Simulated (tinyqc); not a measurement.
Thin-film resistivity, exact integral against the thick limit.

Fuchs-Sondheimer for a film of thickness d, k = d/lam: rho0/rho = 1 - (3 (1 - ps)/(2 k)) int_1^infinity (t^-3 - t^-5)(1 - exp(-k t))/(1 - ps exp(-k t)) dt; thick limit rho/rho0 = 1 + 3 (1 - ps)/(8 k).

Values chosen for this exercise; metal values close to those of copper:
```
symbol,value,unit,meaning
rho0,1.7,uohm cm,bulk resistivity
lam,39.8,nm,bulk mean free path
ps,0,,specular share of surface scattering
```

Result of one run:
```
k	rho/rho0, exact	thick limit	error of the limit (%)	rho (uohm cm)
0.3769	2.192	1.995	-8.99	3.726
```

Which film thickness d gave this result: 2, 3.9, 7.5, 15 or 110 nm?

d = 15 nm.

The whole series:
```
d (nm)	k	rho/rho0, exact	thick limit	error of the limit (%)	rho (uohm cm)
2	0.05025	7.700	8.463	9.90	13.09
3.9	0.09799	4.847	4.827	-0.405	8.239
7.5	0.1884	3.207	2.990	-6.76	5.452
15	0.3769	2.192	1.995	-8.99	3.726
28	0.7035	1.659	1.533	-7.58	2.820
55	1.382	1.329	1.271	-4.36	2.260
110	2.764	1.155	1.136	-1.65	1.963
210	5.276	1.076	1.071	-0.501	1.830
400	10.05	1.039	1.037	-0.139	1.766
```

rho/rho0 falls from 7.70 to 1.04. The error of the thick limit goes from 9.9 through a minimum of -9.0 (at d = 15 nm among the rows listed) to -0.14 %; it stays within 5 % for k of 1.382 and above among the rows listed. The change of sign at small k is a crossing of two different laws, not agreement.

Program tinyqc, `OMP_NUM_THREADS=1 python tinyqc.py 2100123 2100124 out.jsonl`; Intel Xeon 2.30GHz, shared host, one thread, about 0.01 s.
